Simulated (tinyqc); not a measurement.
# Small-signal admittance of a forward-biased p+-n diode: two studies

Holes injected into a neutral base of width wb with an ohmic contact at its end; low injection, p0 far above the equilibrium density. A small voltage v exp(i w t), w = 2 pi f, modulates the edge density by p0 v/Vt, and the small-signal density obeys Dp d2p/dx2 = (1/tau + i w) p.

Parameters, values chosen for the exercise; permittivity close to that of silicon: temperature T = 300 K; relative permittivity eps_r = 11.7; donor density of the base Nd = 2.1e16 cm^-3; hole diffusion coefficient Dp = 6.9 cm^2/s; hole lifetime tau = 2e-9 s; width of the neutral base wb = 0.83 um; excess hole density at the junction edge p0 = 5.2e13 cm^-3; acceptor density of the p+ side Na = 4e19 cm^-3; series resistance Rs = 0.0022 ohm cm^2; signal frequency f = 8.6e8 Hz.

Constants: q = 1.602176634e-19 C, kB = 1.380649e-23 J/K, Vt = kB T/q, eps0 = 8.8541878128e-14 F/cm where lengths are in cm. Results are converted to the units shown.

Each table varies one quantity; the others keep the values above.

## Admittance against frequency

L = sqrt(Dp tau); direct current J = (q Dp p0/L) coth(wb/L); k = sqrt(1 + i w tau)/L; diffusion admittance Y = (q Dp p0/Vt) k coth(k wb) = G + i w C_diff; junction capacitance C_j = sqrt(q eps0 eps_r Nd/(2 Vr)) in the depletion approximation, with the remaining barrier Vr = Vt ln(Na/p0), a rough value under forward bias; base-width modulation is left out. Measured admittance 1/[Rs + 1/(Y + i w C_j)].

The same in every row: C_j (uF/cm^2) = 0.07053.

Results:

| f (Hz) | w tau | G (S/cm^2) | C_diff (uF/cm^2) | measured G (S/cm^2) | measured C (uF/cm^2) | phase of the measured Y (degrees) |
|---|---|---|---|---|---|---|
| 1e6 | 0.01257 | 31.11 | 0.008362 | 29.12 | 0.06911 | 0.8544 |
| 4e6 | 0.05027 | 31.11 | 0.008362 | 29.12 | 0.06910 | 3.413 |
| 2e7 | 0.2513 | 31.12 | 0.008362 | 29.30 | 0.06907 | 16.50 |
| 8e7 | 1.005 | 31.24 | 0.008351 | 32.04 | 0.06860 | 47.10 |
| 3e8 | 3.770 | 32.89 | 0.008202 | 66.63 | 0.06266 | 60.57 |
| 1e9 | 12.57 | 46.47 | 0.007011 | 242.6 | 0.03280 | 40.35 |
| 2e10 | 251.3 | 212.6 | 0.001685 | 452.9 | 1.802e-4 | 2.863 |
| 1e11 | 1257 | 474.7 | 7.549e-4 | 454.4 | 7.339e-6 | 0.5813 |

Estimate the missing row, f = 6e9 Hz.

Computed row:

| f (Hz) | w tau | G (S/cm^2) | C_diff (uF/cm^2) | measured G (S/cm^2) | measured C (uF/cm^2) | phase of the measured Y (degrees) |
|---|---|---|---|---|---|---|
| 6e9 | 75.40 | 117.0 | 0.003061 | 439.8 | 0.001895 | 9.226 |

With this row back in the table: G starts at J/Vt = 31.1 S/cm^2 and C_diff at (J tau/(2 Vt))(1 - 2 x/sinh 2x) = 0.00836 uF/cm^2, x = wb/L = 0.707. Between the last two rows G goes as f^(0.50) and C_diff as f^(-0.50); the limits are 1/2 and -1/2, reached when the signal penetrates only sqrt(Dp/w). The measured C is 12 % below C_diff + C_j in the first row and 100 % below it in the last, the difference being due to Rs.

## Effect of the hole lifetime

Same model as above.

The same in every row: C_j (uF/cm^2) = 0.07053.

Effect of the hole lifetime:

| tau (s) | w tau | G (S/cm^2) | C_diff (uF/cm^2) | measured G (S/cm^2) | measured C (uF/cm^2) | phase of the measured Y (degrees) |
|---|---|---|---|---|---|---|
| 2e-11 | 0.1081 | 189.6 | 0.001890 | 220.2 | 0.02634 | 32.87 |
| 9e-11 | 0.4863 | 91.74 | 0.003871 | 209.2 | 0.03341 | 40.80 |
| 4e-10 | 2.161 | 54.03 | 0.006166 | 210.4 | 0.03682 | 43.40 |
| 2e-9 | 10.81 | 43.23 | 0.007290 | 212.3 | 0.03787 | 43.94 |
| 9e-9 | 48.63 | 41.05 | 0.007560 | 212.8 | 0.03808 | 44.03 |
| 4e-8 | 216.1 | 40.56 | 0.007623 | 213.0 | 0.03813 | 44.05 |
| 2e-7 | 1081 | 40.45 | 0.007638 | 213.0 | 0.03814 | 44.06 |

What does the table show?

As tau goes from 2e-11 to 2e-7, G falls from 190 to 40.4 S/cm^2, C_diff rises from 0.00189 to 0.00764 uF/cm^2 and the measured C rises from 0.0263 to 0.0381 uF/cm^2. C_diff stays below C_j.

tinyqc, about 0.01 s, one thread, Intel Xeon 2.30GHz (shared host): `OMP_NUM_THREADS=1 python tinyqc.py 2890105 2890106 out.jsonl`
